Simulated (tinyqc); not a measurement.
What each parameter does: six-band Luttinger-Kohn model with strain.

Six-band Luttinger-Kohn model in the basis |3/2,3/2>, |3/2,1/2>, |3/2,-1/2>, |3/2,-3/2>, |1/2,1/2>, |1/2,-1/2>, electron energies, zero at the top of the unstrained valence band. H = -[rows: (P+Q, -S, R, 0, -S/r2, r2 R); (-S*, P-Q, 0, R, -r2 Q, r32 S); (R*, 0, P-Q, S, r32 S*, r2 Q); (0, R*, S*, P+Q, -r2 R*, -S*/r2); (-S*/r2, -r2 Q, r32 S, -r2 R, P+Dso, 0); (r2 R*, r32 S*, r2 Q, -S/r2, 0, P+Dso)], r2 = sqrt(2), r32 = sqrt(3/2). Levels are twofold.

P = c g1 k^2 - av tr(e); Q = c g2 (kx^2 + ky^2 - 2 kz^2) - (b/2)(exx + eyy - 2 ezz); R = c sqrt3 [-g2 (kx^2 - ky^2) + 2i g3 kx ky] + (sqrt3/2) b (exx - eyy) - i d exy; S = 2 c sqrt3 g3 (kx - i ky) kz - d (exz - i eyz); c = hbar^2/2m0, e the strain tensor (not engineering shear).

s11 = (C11 + C12)/((C11 - C12)(C11 + 2 C12)), s12 = -C12/((C11 - C12)(C11 + 2 C12)), s44 = 1/C44; exx = s11 sxx + s12 (syy + szz) and cyclic, exy = s44 sxy/2; tension is positive. A uniaxial stress X along the unit vector n is s_ij = X n_i n_j.

Constants: hbar^2/2m0 = 3.80998211 eV angstrom^2.

Parameters, chosen for this exercise (near those of GaP; shifted at random, so the results belong to these values and not to a real crystal): Dso = 0.081 eV (spin-orbit splitting); g1 = 4.05 (Luttinger gamma1); g2 = 0.49 (gamma2); g3 = 1.26 (gamma3); av = 1.66 eV (valence hydrostatic potential); b = -1.62 eV (tetragonal shear potential); d = -4.61 eV (trigonal shear potential); C11 = 144.5 GPa; C12 = 61.4 GPa; C44 = 69.8 GPa; load = uniaxial [111] (kind of stress); X = -2.36 GPa (stress).

Edges at k = 0 under a uniaxial [111] stress X and the curvature mass of the top pair along [110] (step 0.0002 1/angstrom).

Results for these values:

| case | top (eV) | second (eV) | third (eV) | mass (m0) |
|---|---|---|---|---|
| base | 0.0569 | -0.0597 | -0.1222 | 0.157 |

What happens to each result for Dso = 0.065 eV, all else kept?

Answer: top rises from 0.0569 to 0.0594; second does not change at the printed digits; third rises from -0.1222 to -0.1088; mass falls from 0.157 to 0.155.

The same for each parameter in turn:

| case | top (eV) | second (eV) | third (eV) | mass (m0) |
|---|---|---|---|---|
| base | 0.0569 | -0.0597 | -0.1222 | 0.157 |
| C12 = 49.12 GPa | 0.0554 | -0.0611 | -0.1237 | 0.157 |
| Dso = 0.065 eV | 0.0594 | -0.0597 | -0.1088 | 0.155 |
| g2 = 0.392 | 0.0569 | -0.0597 | -0.1222 | 0.157 |
| b = -1.944 eV | 0.0569 | -0.0597 | -0.1222 | 0.157 |
| C11 = 173.4 GPa | 0.0583 | -0.0582 | -0.1208 | 0.157 |
| av = 1.992 eV | 0.0540 | -0.0626 | -0.1251 | 0.157 |
| d = -5.532 eV | 0.0738 | -0.0687 | -0.1301 | 0.155 |

The Luttinger parameters multiply k^2 and cannot move the edges; av shifts all edges alike and leaves the mass.

Computed by tinyqc, a small Python program: `OMP_NUM_THREADS=1 python tinyqc.py 1080031 1080032 out.jsonl` (the numbers bound the seed that draws the inputs); one thread of a shared host (Intel(R) Xeon(R) Processor @ 2.30GHz), about 0.03 s for the whole set of steps.
